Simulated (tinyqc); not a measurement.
# Lossy interposer transmission line with skin effect, step by step

Numbers from tinyqc (`OMP_NUM_THREADS=1 python tinyqc.py 2810110 2810111 out.jsonl`; about 0.01 s on one thread of a shared Intel Xeon 2.30GHz). Printed values are rounded.

A uniform line in a homogeneous dielectric: c = sqrt(er)/(c0 Z0), l = Z0 sqrt(er)/c0 (c0 = 299792458 m/s), g = w c td, w = 2 pi f. The resistance joins its limits as r = sqrt(r_dc^2 + r_hf^2), with r_dc = rho/(wd th), r_hf = kr rho/(2 delta (wd + th)), delta = sqrt(rho/(pi f mu0)), mu0 = 4 pi 1e-7 H/m; this is an interpolation, and internal inductance, up to 0.05 nH/mm at low frequency, is neglected.

Values chosen for this exercise:
```
symbol,value,unit,meaning
wd,8.4,um,width of the strip
th,0.87,um,thickness of the strip
rho,2,uohm cm,resistivity
er,4.2,,relative permittivity
td,0.02,,loss tangent
Z0,40,ohm,lossless impedance sqrt(l/c)
kr,1.5,,factor for crowding and the return path
len,25,mm,length
Rg,50,ohm,source resistance
RL,50,ohm,load resistance
CL,100,fF,load capacitance
f,12,GHz,frequency
```

## Line constants

delta, r_dc, r_hf, r, l, c and g as defined.

delta = 0.6497473 um
r_dc = 2.736727 ohm/mm
r_hf = 2.490388 ohm/mm
r = 3.700231 ohm/mm
l = 0.2734412 nH/mm
c = 170.9007 pF/m
g = 0.2577122 S/m

r is 1.35 times r_dc; the skin depth is 0.747 of the thickness.

## Propagation constant and impedance

gamma = sqrt((r + i w l)(g + i w c)) = alpha + i beta, Zc = sqrt((r + i w l)/(g + i w c)), roots with positive real part; loss 8.685889638 alpha in dB; phase velocity w/beta.

gamma len = 1.28115+12.92611i
Zc = 40.18918-3.17321i ohm
loss = 0.4451176 dB/mm
phase velocity over c0 = 0.4864212
r/(w l) = 0.1794749

r is below w l; the low-loss estimate 8.686 (r/(2 Z0) + g Z0/2) gives 0.447 dB/mm.

## Reflection, input impedance and transfer

ZL = 1/(1/RL + i w CL); reflection (ZL - Zc)/(ZL + Zc); Zin = Zc (ZL + Zc tanh(gamma len))/(Zc + ZL tanh(gamma len)); H = V_load/V_source = [Zin/(Zin + Rg)]/[cosh(gamma len) + (Zc/ZL) sinh(gamma len)].

ZL = 43.77815-16.50397i ohm
reflection at the load = 0.0757852-0.1410015i
Zin = 39.87967-4.11637i ohm
H = 0.1158104-0.0686496i
|H| = -17.41727 dB
